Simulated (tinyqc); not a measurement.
# Joule-heated wire on a substrate, fin equation: what changes with what

A wire of length L loses heat along itself to two contacts and sideways to the substrate: kap A theta'' - g theta + p = 0 with theta = T - T0 and p(x) = p0 exp(-((x/L - x0)/sg)^2/2). The ends are held at T0. Constant conductivity, diffusive heat flow.

Values chosen for this exercise: conductivity along the wire kap = 80 W/(m K); cross-section A = 380 nm^2; conductance per length to the substrate g = 2.8 W/(m K); length between the contacts L = 530 nm; thermal resistance of each contact Rc = 0 K/uW; peak heating per length p0 = 0.37 uW/nm; place of the hot spot as a share of L x0 = 0.68; width of the hot spot as a share of L sg = 0.07.

Each table varies one quantity; the others keep the values above.

## Effect of the conductance per length to the substrate

The equation is solved on 800 equal steps and the peak is the largest node value. LH = sqrt(kap A/g); the share is the integral of g theta over that of p.

Results:
```
g (W/(m K))  LH (nm)   L/LH  peak theta (K)  peak/(p0/g)  share to the substrate (%)
0.28           329.5  1.608           95.69      0.07241                       21.80
0.6            225.1  2.355           80.92       0.1312                       37.75
1.3            152.9  3.466           61.89       0.2174                       57.60
2.8            104.2  5.086           42.90       0.3246                       75.87
13             48.36  10.96           16.24       0.5705                       95.90
28             32.95  16.08           9.144       0.6920                       98.90
```

Estimate the missing row, g = 6 W/(m K).

Computed row:
```
g (W/(m K))  LH (nm)   L/LH  peak theta (K)  peak/(p0/g)  share to the substrate (%)
6              71.18  7.446           27.40       0.4443                       88.71
```

With this row back in the table: As g goes from 0.28 to 28 W/(m K), the peak theta falls from 95.7 to 9.14 K and the share of heat to the substrate rises from 21.8 to 98.9 %; L/LH goes from 1.6 to 16. Where L/LH is smallest the peak reaches 0.072 of p0/g, where it is largest 0.69.

## Effect of the cross-section

Same model as above.

Effect of the cross-section:
```
A (nm^2)  LH (nm)   L/LH  peak theta (K)  peak/(p0/g)  share to the substrate (%)
48          37.03  14.31           86.69       0.6560                       98.30
95          52.10  10.17           72.17       0.5462                       94.90
190         73.68  7.193           57.23       0.4331                       87.80
380         104.2  5.086           42.90       0.3246                       75.87
760         147.4  3.597           29.99       0.2270                       59.51
1500        207.0  2.560           19.52       0.1477                       41.88
3000        292.8  1.810           11.61      0.08788                       26.16
```

As A goes from 48 to 3000 nm^2, the peak theta falls from 86.7 to 11.6 K and the share of heat to the substrate falls from 98.3 to 26.2 %; L/LH goes from 14 to 1.8. Where L/LH is smallest the peak reaches 0.088 of p0/g, where it is largest 0.66.

## Effect of the conductivity along the wire

Same model as above.

Effect of the conductivity along the wire:
```
kap (W/(m K))  LH (nm)   L/LH  peak theta (K)  peak/(p0/g)  share to the substrate (%)
8                32.95  16.08           91.44       0.6920                       98.90
17               48.03  11.03           75.68       0.5727                       95.98
37               70.86  7.479           58.90       0.4457                       88.82
80               104.2  5.086           42.90       0.3246                       75.87
170              151.9  3.489           28.96       0.2192                       57.95
370              224.1  2.365           17.45       0.1321                       37.97
800              329.5  1.608           9.569      0.07241                       21.80
```

As kap goes from 8 to 800 W/(m K), the peak theta falls from 91.4 to 9.57 K and the share of heat to the substrate falls from 98.9 to 21.8 %; L/LH goes from 16 to 1.6. Where L/LH is smallest the peak reaches 0.072 of p0/g, where it is largest 0.69.

Numbers from tinyqc (`OMP_NUM_THREADS=1 python tinyqc.py 2520002 2520003 out.jsonl`; about 0.01 s on one thread of a shared Intel Xeon 2.30GHz).
